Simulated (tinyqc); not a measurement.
## Narrowing from the saturation current

Problem. A uniform n-type emitter has J0 = (q p0 D/L)(s + tanh(W/L))/(1 + s tanh(W/L)), D = mup Vt, s = S L/D, and p0 = (ni^2/N) exp(dE_app/kB T), where dE_app = dEg + kB T ln[(N/Nc) exp(-eta)]. Find p0, dE_app and dEg.

Inputs (values chosen for the exercise); band and dielectric values close to those of germanium:
- T = 250 K (temperature)
- Nc = 7.84e18 cm^-3 (conduction-band density of states at 250 K)
- N = 5.3e18 cm^-3 (ionised donor density)
- mup = 230 cm^2/(V s) (minority-hole mobility)
- W = 63 nm (emitter width)
- S = 5.3e5 cm/s (recombination velocity at the contact)

Constants: q = 1.602176634e-19 C, kB = 1.380649e-23 J/K, Vt = kB T/q. Results are converted to the units shown.

J0 = 8.9918863e7 fA/cm^2
L = 8340.7314 nm
ni = 1.6129031e12 cm^-3
converged eta = -0.15473998

Answer. J0 gives p0, its ratio to ni^2/N gives dE_app, and the degeneracy term is taken off.

p0 = 1.77e6 cm^-3
dE_app = 27.7 meV
dEg = 32.8 meV

Program tinyqc, `OMP_NUM_THREADS=1 python tinyqc.py 2330132 2330133 out.jsonl`; Intel Xeon 2.30GHz, shared host, one thread, about 0.01 s.
